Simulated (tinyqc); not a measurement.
Longitudinal sound in a periodic multilayer: transfer matrices, stop bands and folded phonons. From one set of inputs to another, one input at a time. Computed by tinyqc, a small Python program. Command: `OMP_NUM_THREADS=1 python tinyqc.py 3007469 3007470 out.jsonl multilayer ladder`. One thread of a shared host (Intel(R) Xeon(R) Processor @ 2.30GHz), about 0.01 s of CPU time with the checks.

Layers 1 and 2 repeat with period d = d_1 + d_2; waves travel normal to the layers, without loss. State vector (u, s): displacement u and stress divided by omega. Impedances Z = rho v are in 1e6 kg/(m^2 s).

The inputs printed are set A. Set A is modelled on silicon (layer 1), germanium (layer 2) and silica (substrate); the values taken over come from a set modelled on silica (layer 1), titanium nitride (layer 2) and gallium arsenide (substrate). Inputs not listed in the table keep their values of set A, so the rows need not describe a real material.

Inputs (values chosen for the exercise, modelled on silicon (layer 1), germanium (layer 2) and silica (substrate)): density rho_1 = 2.32 g/cm^3; velocity v_1 = 8500 m/s; thickness d_1 = 6.91 nm; density rho_2 = 5.31 g/cm^3; velocity v_2 = 4810 m/s; thickness d_2 = 4.02 nm; substrate density = 2.17 g/cm^3; substrate velocity = 6020 m/s; periods N = 12.

Method:
- Z = rho v; interface reflection r = (Z_2 - Z_1)/(Z_2 + Z_1) (stress amplitude, from 1 into 2); Bragg frequency f_B = 1/[2 (d_1/v_1 + d_2/v_2)]; long-wave velocity v_eff = d/sqrt[(d_1/v_1)^2 + (d_2/v_2)^2 + (Z_1/Z_2 + Z_2/Z_1)(d_1/v_1)(d_2/v_2)].
- A layer maps (u, s) by [[cos p, sin p/Z], [-Z sin p, cos p]], p = 2 pi f d_i/v_i; one period is M = M_2 M_1, and cos(q d) = trace(M)/2.
- For N periods A = M^N. A wave comes from a thick layer of material 1 and leaves into the substrate (Z_s): transmitted power T = 4 Z_1 Z_s/|Z_1 A_22 + Z_s A_11 - i (Z_1 Z_s A_12 - A_21)|^2, reflected power R = 1 - T.
- Gap m contains m f_B; its edges, where trace(M)/2 = (-1)^m, are found by root search. Weak-contrast estimate of the width: (4 f_B/pi) |r sin(m pi a)|, a = (d_1/v_1)/(d_1/v_1 + d_2/v_2).

Each row keeps all changes above it:
```
input moved                 from     to  transmitted power at f_B  long-wave velocity v_eff (m/s)  lower edge (GHz)
set A                          -      -                 5.330e-03                            6574             278.4
velocity v_2 (m/s)          4810  10300                 1.763e-09                            8130             296.8
density rho_1 (g/cm^3)      2.32   2.24                 8.662e-10                            8069             292.8
substrate density (g/cm^3)  2.17   5.34                 2.026e-09                            8069             292.8
thickness d_2 (nm)          4.02    416                 5.046e-01                           10145              11.7
thickness d_1 (nm)          6.91    181                 9.534e-10                            8568               5.7
density rho_2 (g/cm^3)      5.31   5.35                 8.093e-10                            8554               5.6
velocity v_1 (m/s)          8500   5950                 3.088e-14                            6703               4.1
```

Which inputs carry the difference?

Transmitted power at f_B goes from 0.00533 to 3.09e-14, a factor 5.79e-12 in all. The largest single move comes from thickness d_1 (a factor 1.89e-9), and thickness d_2 works against it (a factor 2.49e8). Long-wave velocity v_eff goes from 6570 to 6700, a factor 1.019 in all. The largest single move comes from velocity v_1 (a factor 0.784), but it runs against the net change; the largest move in the direction of the net change is thickness d_2 (a factor 1.26). Lower edge goes from 278 to 4.14, a factor 0.0149 in all. The largest single move comes from thickness d_2 (a factor 0.0400). The single moves hold for this order of the switches; the total does not depend on the order.

Caution (rows set A, velocity v_2, density rho_1, substrate density): at these frequencies damping, strong in glasses, and rough interfaces, both left out here, can weaken the stop bands; layers only a few atoms thick are also beyond continuum acoustics. Caution (rows velocity v_2, density rho_1, substrate density, thickness d_1, density rho_2, velocity v_1): so small a transmitted power at f_B holds only for perfect layers and strictly normal incidence.

Extremes, crossings and ranges named in words are read from the listed rows.
